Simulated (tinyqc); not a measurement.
## A and C from the efficiency peak

Question. ABC model of an LED: J = q da (A n + Ba n^2 + Ca n^3), IQE = Ba n^2/(A n + Ba n^2 + Ca n^3), differential lifetime 1/(A + 2 Ba n + 3 Ca n^2). The peak lies at n = sqrt(A/Ca). Given Ba, find n at the peak, A and Ca.

Inputs (values chosen for the exercise): radiative coefficient of the active layer Ba = 1.9e-10 cm^3/s; thickness of the active layer da = 7.7 nm.

Constants: q = 1.602176634e-19 C. Results are converted to the units shown.

peak IQE = 97.664720 %
J at the peak = 0.066977634 A/cm^2

Solution. IQE J = q da Ba n^2 gives n. At the peak A n = Ca n^3, each being half of the non-radiative rate Ba n^2 (1/IQE - 1).

n at the peak = 5.28e16 cm^-3
A = 1.20e5 1/s
Ca = 4.30e-29 cm^6/s

tinyqc, about 0.01 s, one thread, Intel Xeon 2.30GHz (shared host): `OMP_NUM_THREADS=1 python tinyqc.py 2300123 2300124 out.jsonl`
